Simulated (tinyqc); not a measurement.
Changing the fraction x of B: cluster expansion of a binary alloy: correlations, fit, cross-validation and ground states. Computed by tinyqc, a small Python program. Command: `OMP_NUM_THREADS=1 python tinyqc.py 3002284 3002285 out.jsonl clex sweep`. One thread of a shared host (Intel(R) Xeon(R) Processor @ 2.30GHz), about 0.09 s of CPU time with the checks.

s = +1 for A and -1 for B. Energy per site E = J0 + J1 P(point) + sum over clusters of m V P, with P the mean product of spins; V > 0 on a pair favours unlike neighbours. Clusters per site m: pair 1 2, pair 2 2, pair 3 2, triplet 4; the triplet is two first-neighbour bonds at a right angle. Formation energies are counted from the line between pure A and pure B, which removes J0 and J1.

Inputs (values chosen for the exercise, for a model alloy):
```
quantity                    value  unit
first-pair interaction V1   -8.28   meV
second-pair interaction V2  -0.29   meV
third-pair interaction V3   -0.43   meV
triplet interaction Vt       -1.4   meV
temperature T                 530     K
```

Lattice: square.

Constants: k_B = 8.617333262e-05 eV/K.

Method. Random alloy: P(pair) = p^2, P(triplet) = p^3, p = 1 - 2x, so H_mix = (p^2 - 1) sum m V(pairs) + (p^3 - p) m Vt; G_mix = H_mix + k_B T [x ln x + (1 - x) ln(1 - x)]. To first order in 1/T the Warren-Cowley parameter of shell 1 is alpha_1 = -(1 - p^2) V_eff/(k_B T), V_eff = V1 + (number of triplets on a first-neighbour bond) p Vt, that number being 4.

One run for each value:
```
fraction x of B  mixing enthalpy H_mix (meV/site)  mixing free energy G_mix (meV/site)  alpha_1
0.05                                       4.3776                                -4.69   0.0554
0.15                                      11.1792                                -8.13   0.1362
0.25                                      15.6000                               -10.08   0.1820
0.35                                      17.9088                               -11.66   0.1985
0.45                                      18.3744                               -13.05   0.1916
0.55                                      17.2656                               -14.16   0.1673
0.65                                      14.8512                               -14.72   0.1315
0.75                                      11.4000                               -14.28   0.0900
0.85                                       7.1808                               -12.13   0.0487
0.95                                       2.4624                                -6.60   0.0135
```

What does the table show, and why?

Over the rows, mixing enthalpy H_mix (meV/site) goes from 4.38 through a maximum among these rows, 18.4 at 0.450, to 2.46; mixing free energy G_mix (meV/site) goes from -4.69 through a minimum among these rows, -14.7 at 0.650, to -6.60; alpha_1 goes from 0.0554 through a maximum among these rows, 0.198 at 0.350, to 0.0135. Pairs alone give a parabola symmetric about x = 1/2; the triplet tilts it, and H_mix(0.25) - H_mix(0.75) = 4.20 meV.

Caution (rows 0.250, 0.350, 0.450, 0.550): so large an alpha_1 is beyond the first-order expansion.

Extremes, crossings and ranges named in words are read from the listed rows.
